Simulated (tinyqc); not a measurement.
Schottky barrier on an n-type semiconductor with a doping step, non-linear Poisson equation by Newton steps: Capacitance-voltage profiling.

One dimension, metal at x = 0, donor density C(x) = N1 for x < x1 and Nd beyond. Energies are counted from the electron Fermi level of the semiconductor and the conduction-band edge is Ec = -psi, so n = Nc exp(psi/Vt); holes follow the Fermi level of the metal, at -V, so p = Nv exp((V - psi - Eg)/Vt). Ends: psi(0) = V - phiB and psi = Vt ln(Nd/Nc) deep inside. Boltzmann statistics, full ionisation, no current, no image force in the Poisson equation.

The Poisson equation d/dx(eps0 eps_r dpsi/dx) = -q (p - n + C) is solved on a mesh of about 1000 nodes or more that ends in neutral material. C_s = q d/dV of the integral of n over x, from the linearised equation. Probed depth w = eps0 eps_r/C_s; apparent doping N_app = C_s^3/(q eps0 eps_r dC_s/dV), the derivative by central differences over +/- 0.02 V.

Inputs (values chosen for the exercise); band and dielectric values close to those of cadmium telluride:
- T = 250 K (temperature)
- Eg = 1.5 eV (band gap)
- eps_r = 10.2 (relative permittivity)
- Nc = 6.14e17 cm^-3 (conduction-band density of states at T)
- Nv = 1.37e19 cm^-3 (valence-band density of states at T)
- Nd = 9.1e15 cm^-3 (donor density deep in the semiconductor)
- phiB = 1.02 eV (barrier height)
- x1 = 140 nm (depth of the doping step)
- N1 = 2.7e15 cm^-3 (donor density above the step)

Constants: q = 1.602176634e-19 C, kB = 1.380649e-23 J/K, Vt = kB T/q, eps0 = 8.8541878128e-14 F/cm where lengths are in cm. Results are converted to the units shown.

The same in every row: true C(w) (cm^-3) = 9.10e15.

Results:
```
V (V)	C_s (nF/cm^2)	w (nm)	N_app (cm^-3)	|E_0| (kV/cm)
0	25.4	355	9.10e15	41.5
-0.43	21.3	424	9.10e15	52.5
-0.86	18.7	482	9.10e15	62.0
-1.29	16.9	535	9.10e15	70.4
-1.71	15.5	581	9.10e15	78.0
-2.57	13.5	667	9.10e15	91.8
-3	12.8	706	9.10e15	98.0
```

Estimate the missing row, V = -2.14 V.

Computed row:
```
V (V)	C_s (nF/cm^2)	w (nm)	N_app (cm^-3)	|E_0| (kV/cm)
-2.14	14.4	626	9.10e15	85.1
```

With this row back in the table: C_s falls from 25.4 to 12.8 nF/cm^2 while the probed depth goes from 355 to 706 nm. The apparent doping stays near 9.10e15 cm^-3. It departs most from the true doping at that depth for V = 0 V, where it is 0.024 % below it; so the doping is read well over the depths probed. The step lies inside the layer that is depleted at zero bias and is not seen.

tinyqc, about 0.06 s, one thread, Intel Xeon 2.30GHz (shared host): `OMP_NUM_THREADS=1 python tinyqc.py 2020032 2020033 out.jsonl`
